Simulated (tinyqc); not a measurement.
Nuclear against electronic stopping over energy: ion implantation: universal nuclear stopping, Lindhard-Scharff electronic stopping and a Gaussian range profile. Computed by tinyqc, a small Python program. Command: `OMP_NUM_THREADS=1 python tinyqc.py 3002255 3002256 out.jsonl implant walk`. One thread of a shared host (Intel(R) Xeon(R) Processor @ 2.30GHz), about 0.06 s of CPU time with the checks.

An ion slows by elastic collisions with screened nuclei and by friction with electrons; channelling is ignored and the target is uniform.

Inputs (values chosen for the exercise, modelled on silicon ions in germanium):

| quantity | value | unit |
|---|---|---|
| ion atomic number Z1 | 14 | - |
| ion mass M1 | 28 | u |
| target atomic number Z2 | 32 | - |
| target mass M2 | 72.63 | u |
| target density N | 44.2 | 1/nm^3 |
| scale factor of electronic stopping k | 1.2 | - |

Method:
- Reduced energy eps = 32.53 M2 E/(Z1 Z2 (M1 + M2)(Z1^0.23 + Z2^0.23)), E in keV; s_n = ln(1 + 1.1383 eps)/(2 (eps + 0.01321 eps^0.21226 + 0.19593 eps^0.5)) for eps up to 30 and ln(eps)/(2 eps) above; S_n = 8.462 Z1 Z2 M1 s_n/((M1 + M2)(Z1^0.23 + Z2^0.23)) in 1e-15 eV cm^2.
- S_e = k 3.83 Z1^(7/6) Z2/(Z1^(2/3) + Z2^(2/3))^(3/2) sqrt(E/M1) in 1e-15 eV cm^2, E in keV.
- Path length R = int_0^E dE'/(N (S_n + S_e)); energy lost to nuclei nu = int_0^E S_n/(S_n + S_e) dE' (both with E' = E y^3 and 64 Gauss-Legendre points in y).

Stopping (1e-15 eV cm^2) and range:

| E (keV) | eps | S_n | S_e | R (nm) | nu/E |
|---|---|---|---|---|---|
| 1 | 1.2927e-02 | 46.979 | 9.54 | 7.93 | 0.83944 |
| 2 | 2.5855e-02 | 59.482 | 13.49 | 11.40 | 0.83115 |
| 5 | 6.4637e-02 | 75.809 | 21.33 | 19.27 | 0.81045 |
| 10 | 1.2927e-01 | 85.751 | 30.16 | 29.81 | 0.78473 |
| 20 | 2.5855e-01 | 91.178 | 42.66 | 47.80 | 0.74682 |
| 50 | 6.4637e-01 | 87.925 | 67.45 | 94.24 | 0.67007 |
| 100 | 1.2927e+00 | 76.966 | 95.39 | 163.04 | 0.58575 |
| 200 | 2.5855e+00 | 61.195 | 134.90 | 285.71 | 0.47880 |
| 500 | 6.4637e+00 | 39.565 | 213.29 | 588.21 | 0.32250 |

Nuclear stopping peaks near 20 keV among these rows (eps = 0.26; the universal curve peaks near 0.3). Electronic stopping overtakes it between 50 and 100 keV. The path length grows as E^0.52 at the low end and E^0.79 at the high end; constant stopping would give E^1, and stopping that rises with E, be it nuclear (below its peak) or electronic, gives a lower exponent.

Extremes, crossings and ranges named in words are read from the listed rows.
